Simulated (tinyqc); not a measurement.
Metal-interlayer-semiconductor contact, depinning against tunnelling resistance: one step of the calculation.

Zero bias, n-type semiconductor. Gap states at the semiconductor surface thin out as exp(-be ti), which unpins the barrier; electrons must then cross the interlayer (a rectangular barrier, no voltage drop across it) and the parabolic depleted layer, both by WKB. Energies E are counted from the Fermi level; no image force, parabolic bands.

Task. Exponents and integrand on an energy grid. With U = phiB - xi: for xi < E < phiB, y = (E - xi)/U and G1 = (U/E00) [sqrt(1 - y) - y ln((1 + sqrt(1 - y))/sqrt(y))], G1 = 0 above phiB; G2 = 2 ti sqrt(mi max(phiB + dE - E, 0)/C), C = hbar^2/(2 m0); f = 1/(1 + exp(E/Vt)); integrand exp(-G1 - G2) f.

Inputs (values chosen for the exercise); semiconductor values close to those of In0.53Ga0.47As; interlayer mass of the order of that in aluminium oxide, offset chosen freely:
```
symbol,value,unit,meaning
T,250,K,temperature
ti,0.8,nm,interlayer thickness
dE,2.54,eV,conduction-band offset of the interlayer above the semiconductor
mi,0.35,m0,tunnelling mass in the interlayer
```

Constants: q = 1.602176634e-19 C, kB = 1.380649e-23 J/K, hbar = 1.054571817e-34 J s, m0 = 9.1093837015e-31 kg, Vt = kB T/q, hbar^2/(2 m0) = 0.0380998212 eV nm^2. Results are converted to the units shown.

E, point 0 to 12 (eV): -0.07  -0.04667  -0.02333  0  0.02333  0.04667  0.07  0.09333  0.11667  0.14  0.16333  0.18667  0.21
phiB = 0.14600267 eV
xi = -0.071125851 eV
E00 = 0.022405483 eV

Give: G1; G2; f; integrand.

Result.

```
point	G1	G2	f	integrand (1e-6)
0	9.499	8.051	0.9626	0.023
1	7.213	8.017	0.8972	0.218
2	5.594	7.982	0.7470	0.949
3	4.274	7.948	0.5000	2.461
4	3.166	7.913	0.2530	3.901
5	2.231	7.878	0.1028	4.184
6	1.449	7.844	0.03735	3.440
7	0.814	7.808	0.01297	2.335
8	0.330	7.773	0.004427	1.339
9	0.030	7.738	0.001503	0.636
10	0.000	7.702	5.096e-4	0.230
11	0.000	7.667	1.725e-4	0.081
12	0.000	7.631	5.842e-5	0.028
```

tinyqc, about 0.03 s, one thread, Intel Xeon 2.30GHz (shared host): `OMP_NUM_THREADS=1 python tinyqc.py 2270160 2270161 out.jsonl`
